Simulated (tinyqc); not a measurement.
Worked calculation: charge neutrality level from zone-averaged pseudopotential bands. Values are carried at full precision from step to step, so a last printed digit may differ when a step is redone from the rounded ones.

Empirical pseudopotential on the fcc lattice, atoms at +/- tau, tau = a (1,1,1)/8, no spin-orbit coupling. H(G,G') = c (2 pi/a)^2 |k + G|^2 delta + VS(q) cos(q.tau) + i VA(q) sin(q.tau), q = G - G', c = hbar^2/2m0; k and G in units of 2 pi/a; VS at |q|^2 = 3, 8, 11 and VA at 3, 4, 11, in rydberg, zero elsewhere. At each k the basis holds all G with |k + G|^2 up to 16; energies are counted from the fourth level at Gamma.

Mesh: k = sum_i (n_i + 1/2)/N b_i, n_i = 0 ... N - 1, b = (-1,1,1), (1,-1,1), (1,1,-1); points with the same sorted |kx|, |ky|, |kz| after folding to the shortest k + G are joined, with their count as weight. Neutrality (branch-point) level: E_N = (1/2) mean over k of [E5 + (E3 + E4)/2], E_n the n-th level from below.

Constants: hbar^2/2m0 = 3.80998211 eV angstrom^2; Ry = 13.60569312 eV.

Values chosen for the exercise (classic local form factors of the size used for Ge, without spin-orbit coupling; not measured data):
- a = 5.656 angstrom (lattice constant)
- VS = (-0.228, 0.01, 0.059) Ry (symmetric form factors)
- VA = (0, 0, 0) Ry (antisymmetric form factors)
- mesh = 3 (points along each reciprocal vector)

## Levels on the mesh

Diagonalise at each joined point.

Levels (eV):
```
kx,ky,kz,weight,E3,E4,E5,E6
0.1667,0.1667,0.1667,2,-0.3826,-0.3826,1.8557,4.0278
0.5000,0.1667,0.1667,6,-1.9050,-1.5636,2.2220,4.0478
0.5000,0.5000,0.1667,6,-2.8846,-1.1832,2.4006,4.3004
0.5000,0.5000,0.5000,1,-1.1152,-1.1152,0.8712,4.1293
0.8333,0.1667,0.1667,6,-3.2826,-2.3317,1.3961,3.0103
0.8333,0.5000,0.1667,6,-3.6705,-2.4699,3.6332,3.7825
```

## Gaps

Level 5 at Gamma, at the lowest of (f,0,0) with f = 0.8, 0.85, 0.9, 1, and at (1/2,1/2,1/2).

gaps to Gamma, Delta/X, L (eV): 1.2038  0.9146  0.8712

## The neutrality level

Energies are counted from the valence top at Gamma. E_N = (1/2) weighted mean of [E5 + (E3 + E4)/2]. Compare with half the smallest indirect gap, min(Delta/X, L)/2, and give the barrier for electrons in the limit of full pinning, min(gaps) - E_N.

mean of E5 = 2.3146 eV
mean of (E3 + E4)/2 = -2.2131 eV
E_N = 0.0507 eV
half the indirect gap = 0.4356 eV
pinned barrier for electrons = 0.8204 eV

E_N lies at 6 % of the gap from the valence top, so pinned contacts have the lower barrier for holes. The two estimates differ by 0.38 eV; both rules are good to a few tenths of an eV only, so a position within that distance of a band edge or of mid-gap is not settled. Local form factors place the indirect gaps only to a few tenths of an eV, and E_N moves with them. Spin-orbit coupling, left out, would lift the valence top by a third of its splitting.

## Checks

- Sum of the weights against N^3: both 27.

Run: tinyqc, `OMP_NUM_THREADS=1 python tinyqc.py 1850191 1850192 out.jsonl`; Intel(R) Xeon(R) Processor @ 2.30GHz, one thread, shared host; about 0.1 s of CPU time with all checks.
